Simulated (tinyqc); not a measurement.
Minority-electron transport through the base of a bipolar transistor (Moll-Ross and Kroemer integrals). From current gain beta back to base width W. Computed by tinyqc, a small Python program. Command: `OMP_NUM_THREADS=1 python tinyqc.py 3030436 3030437 out.jsonl base inv`. One thread of a shared host (Intel(R) Xeon(R) Processor @ 2.30GHz), about 0.02 s of CPU time with the checks.

Low injection, one dimension, x from the emitter edge (0) to the collector edge (W), s = x/W. Recombination is treated as a small correction (valid for tau_B well below tau_n), computed from the stored charge.

Inputs (values chosen for the exercise, modelled on GaAs):
```
quantity,value,unit
intrinsic density n_i at the emitter edge,2e+06,1/cm^3
base doping at the emitter edge N_0,6.3e+17,1/cm^3
mu_min,1400,cm^2/(V s)
mu_max,7300,cm^2/(V s)
N_ref,8.4e+16,1/cm^3
saturation velocity v_s,0.74,1e7 cm/s
electron lifetime tau_n,23,ns
emitter Gummel number G_E,7.2e+13,s/cm^4
base-emitter voltage V_BE,0.9,V
temperature T,300,K
doping ratio N_0/N(W),14,-
gap narrowing across the base dE_g,26,meV
```

Base doping profile: Gaussian. Gap grading: linear. Exit of the base: saturation velocity.

Constants: k_B = 8.617333262e-05 eV/K; e = 1.602176634e-19 C.

Method:
- N(x) = N_0 (ratio)^(-s^2); n_i(x)^2 = n_i^2 exp(s dE_g/k_B T); D(x) = (k_B T/e) mu, mu = mu_min + (mu_max - mu_min)/(1 + (N/N_ref)^0.7).
- With y(x) = N n_i^2/(D n_i(x)^2): base Gummel number G_B = int_0^W y dx + N(W) n_i^2/(v_s n_i(W)^2); J_C = e n_i^2 exp(e V_BE/k_B T)/G_B; n(x) = (J_C/e)(n_i(x)^2/(N n_i^2)) [int_x^W y dx + the same exit term]; transit time tau_B = (e/J_C) int n dx; trapezoid rule on 401 even points.
- Emitter-limited gain beta_E = G_E/G_B; recombination-limited gain beta_R = tau_n/tau_B; 1/beta = 1/beta_E + 1/beta_R; f_T from the base alone = 1/(2 pi tau_B).

Question. A run gave the result below. Find the base width W, known to lie between 35 and 90 nm.

current gain beta = 3334.842

Answer.

Each step takes the trial c = (a f_b - b f_a)/(f_b - f_a), f being the result less the target and a, b, c the logarithms of the listed values; c replaces end b, the old b replaces a if the sign of f changed, and otherwise f_a is halved.

Scan of the range:
```
base width W (nm),current gain beta
35.0,4892.68
41.0,4266.38
48.0,3710.68
56.1,3223.30
65.7,2787.72
76.9,2406.63
90.0,2073.41
```

False position (Illinois rule, in the logarithm of the input) inside the bracket:
```
step,end a,end b,trial,current gain beta
1,48.0000,56.1000,54.1333,3329.63
2,48.0000,54.1333,53.9578,3339.45
3,54.1333,53.9578,54.0401,3334.84
4,53.9578,54.0401,54.0400,3334.84
```

Current gain beta falls at every point of a 13-point scan of the range (every second point is shown), so one value fits; it is bracketed by 48.0 and 56.1. Answer: base width W = 54.04 nm.

Caution: the mean velocity exceeds v_s, so drift-diffusion with a low-field mobility overstates the speed.
